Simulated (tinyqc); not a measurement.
Debye-Callaway model of lattice thermal conductivity: one step, computed by the program tinyqc.

Three acoustic branches with one velocity v, cut at omega_D = k_B Theta/hbar; x = hbar omega/(k_B T). v and Theta are separate inputs: Theta cuts off the heat-carrying modes, so C need not reach 3 k_B/V. gamma is an effective value that sets the umklapp rate.

Question. Scattering rates at one frequency. Rates: point defects A omega^4; umklapp B omega^2 T exp(-Theta/(b T)) with B = hbar gamma^2/(M v^2 Theta). Boundaries: v/L. The resistive time is tau_R = 1/(boundary + point-defect + umklapp rates), and the free path is v tau_R.

Inputs (values chosen for the exercise, for a model crystal):

| quantity | value | unit |
|---|---|---|
| sound velocity v | 3890 | m/s |
| Debye temperature Theta | 353 | K |
| mean atomic mass M | 21.2 | u |
| effective Grueneisen parameter gamma | 1.83 | - |
| umklapp exponent divisor b | 2 | - |
| Casimir length L | 550 | micrometre |
| temperature T | 20 | K |
| probe frequency omega/omega_D | 0.58 | - |

Sample: crystal. Point defects: vacancies. Normal processes: left out.

Rayleigh coefficient A = 1.316957e-43 s^3

Constants: k_B = 1.380649e-23 J/K; hbar = 1.054571817e-34 J s; u = 1.6605390666e-27 kg.

Give: omega; Rates; tau_R; free path.

Answer.

omega = 2.6805e+13 rad/s

Rates:

| process | rate (1/s) | rate x tau_R |
|---|---|---|
| boundaries | 7.0727e+06 | 1.0402e-04 |
| point defects | 6.7985e+10 | 0.99984 |
| umklapp | 3.9675e+06 | 5.8350e-05 |

tau_R = 1.4707e-11 s

free path = 57.210 nm

The strongest resistive process at this frequency: point defects, 100 % of the resistive rate.
